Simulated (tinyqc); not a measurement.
What each parameter does: pi bands of a honeycomb layer in tight binding.

Lattice vectors a (1,0) and a (1/2, sqrt3/2); f = exp(i ky a/sqrt3) + 2 cos(kx a/2) exp(-i ky a/(2 sqrt3)), w = |f|. H = [[D - t2 F, -t f], [., -D - t2 F]] with F = w^2 - 3, S = [[1, s0 f], [., 1]]; the levels solve det(H - E S) = 0. K = (4 pi/3a, 0), M = (pi/a, pi/(sqrt3 a)); w = 3, 1, 0 at Gamma, M, K.

Parameters, chosen for this exercise (of the size used for graphene; shifted at random, so the results belong to these values and not to a real crystal):
- a = 2.46 angstrom (lattice constant)
- t = 2.88 eV (nearest hopping)
- t2 = 0 eV (second-neighbour hopping)
- s0 = 0.128 (overlap of neighbours)
- D = 0 eV (+D on A, -D on B)

Gap at K, difference at M, and the two levels at Gamma, from (e - E)^2 - D^2 - (t + s0 E)^2 w^2 = 0, e = -t2 (w^2 - 3).

One parameter was then changed.

Results before and after:
```
case     gap at K (eV)  difference at M (eV)  lower at Gamma (eV)  upper at Gamma (eV)
base            0.0000                5.8559              -6.2428              14.0260
changed         0.0000                5.8820              -6.4595              13.5390
```

Which of these changes was made? (a) t = 3.024 eV; (b) s0 = 0.158; (c) t2 = 0.05 eV; (d) a = 2.5092 angstrom; (e) D = 0.1 eV.

Answer: (c) t2 = 0.05 eV. Of the candidates, run in turn, only this one gives the changed row.

All candidates:
```
case                 gap at K (eV)  difference at M (eV)  lower at Gamma (eV)  upper at Gamma (eV)
base                        0.0000                5.8559              -6.2428              14.0260
t = 3.024 eV                0.0000                6.1487              -6.5549              14.7273
t2 = 0.05 eV                0.0000                5.8820              -6.4595              13.5390
s0 = 0.158                  0.0000                5.9075              -5.8616              16.4259
D = 0.1 eV                  0.2000                5.8594              -6.2434              14.0266
a = 2.5092 angstrom         0.0000                5.8559              -6.2428              14.0260
```

At points fixed by symmetry a drops out; the gap at K is 2D whatever the hoppings.

Computed by tinyqc, a small Python program: `OMP_NUM_THREADS=1 python tinyqc.py 1480521 1480522 out.jsonl` (the numbers bound the seed that draws the inputs); one thread of a shared host (Intel(R) Xeon(R) Processor @ 2.30GHz), about 0.01 s for the whole set of steps.
